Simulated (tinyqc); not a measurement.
Worked calculation: lattice vibrations of a chain. Computed by tinyqc, a small Python program that keeps every step. Command: `OMP_NUM_THREADS=1 python tinyqc.py 30460 30461 out.jsonl` (the two numbers bound the seeds that draw the settings). One thread of a shared host (Intel(R) Xeon(R) Processor @ 2.60GHz), about 0.01 s of CPU time with the checks.

## Dynamical matrix at q = 0.25

A chain moving along its axis:
```
atom                mass (u)  spring to the next atom (eV/angstrom^2)
1                   9.000000                                 3.400000
2                  84.200000                                13.100000
second neighbours          -                                 1.400000
```

q is in units of 2 pi/a. A spring k from atom i to atom j, n cells on, adds k to Phi_ii and Phi_jj, -k exp(2 pi i q n) to Phi_ij and the conjugate to Phi_ji (for one atom a cell: 2k (1 - cos 2 pi q n)); D_ij = Phi_ij / sqrt(m_i m_j).

D(q) (eV/(angstrom^2 u)):
```
                     1                    2
1             2.144444  -0.123510+0.475876i
2  -0.123510-0.475876i             0.229216
```

## Frequencies

omega^2 are the eigenvalues; wavenumber = 521.4708 sqrt(eigenvalue) 1/cm.

eigenvalues: 0.110384  2.263277

wavenumbers (1/cm): 173.3  784.5

weights |e|^2 of the mass-weighted modes:
```
          mode 1    mode 2
atom 1  0.055197  0.944803
atom 2  0.944803  0.055197
```

## Dispersion and heat capacity

C/k_B per atom = mean over q = (j + 1/2)/80, j = 0..39 and all branches of y^2 e^y/(e^y - 1)^2, y = hc wavenumber / k_B T.

Wavenumbers (1/cm):
```
q           branch 1    branch 2
0.000000    0.000000  742.852602
0.062500   49.296629  746.008074
0.125000   95.990475  755.012234
0.187500  137.849903  768.528014
0.250000  173.253535  784.510725
0.312500  201.228570  800.510392
0.375000  221.318326  814.068967
0.437500  233.378276  823.118525
0.500000  237.395662  826.293556
```

Heat capacity:
```
T (K)  C/k_B per atom
20           0.058506
50           0.164480
100          0.329286
200          0.500816
300          0.646024
600          0.868432
1200         0.962931
```

zero-point energy per atom = 29.103646 meV
